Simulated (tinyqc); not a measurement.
## Ground and coupling capacitance from two measurements

Inverse problem. A line has Cg to the planes and Cc to each of two neighbours. Find Cg, Cc, the load when both neighbours switch in antiphase, and the pulse on the line when it floats and both neighbours swing by Vx.

Parameters, values chosen for the exercise:
- Vx = 0.8 V (swing)

capacitance with neighbours driven alike and with neighbours grounded (aF/um): 37  87

Solution. Driven alike, Cc carries no charge, which leaves Cg; grounded neighbours give Cg + 2 Cc, antiphase Cg + 4 Cc; a floating line divides the swing as 2 Cc/(Cg + 2 Cc).

Cg = 37.00 aF/um
Cc = 25.00 aF/um
load in antiphase = 137.0 aF/um
pulse = 0.4598 V

tinyqc, about 0.9 s, one thread, Intel Xeon 2.30GHz (shared host): `OMP_NUM_THREADS=1 python tinyqc.py 2790153 2790154 out.jsonl`
